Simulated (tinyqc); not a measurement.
Raman shift of the zone-centre optical phonon of a diamond-structure crystal under stress: one step, computed by the program tinyqc. Command: `OMP_NUM_THREADS=1 python tinyqc.py 3027733 3027734 out.jsonl ramanstress walk`. One thread of a shared host (Intel(R) Xeon(R) Processor @ 2.30GHz), about 0.01 s of CPU time with the checks.

Axes x, y, z are the cube axes. Strain shifts the threefold optical mode and can split it; p, q and r are the phonon deformation potentials.

Question. Stress and strain tensors. Equal biaxial stress in the plane normal to the axis (unit vector n): sigma_ij = sigma (delta_ij - n_i n_j). eps_xx = S11 sigma_xx + S12 (sigma_yy + sigma_zz), and cyclic; eps_xy = S44 sigma_xy/2 (tensor strain).

Inputs (values chosen for the exercise, modelled on germanium): stress sigma (tension positive) = -0.38 GPa.

Stress state: biaxial. Axis: [001].

S44 = 15.19526 1/TPa

S11 = 9.733950 1/TPa

S12 = -2.653018 1/TPa

Give: stress; strain; volume strain.

Answer.

stress (GPa):
```
       x      y     z
x  -0.38   0.00  0.00
y   0.00  -0.38  0.00
z   0.00   0.00  0.00
```

strain (per mille):
```
        x       y      z
x  -2.691   0.000  0.000
y   0.000  -2.691  0.000
z   0.000   0.000  2.016
```

volume strain = -3.365 per mille
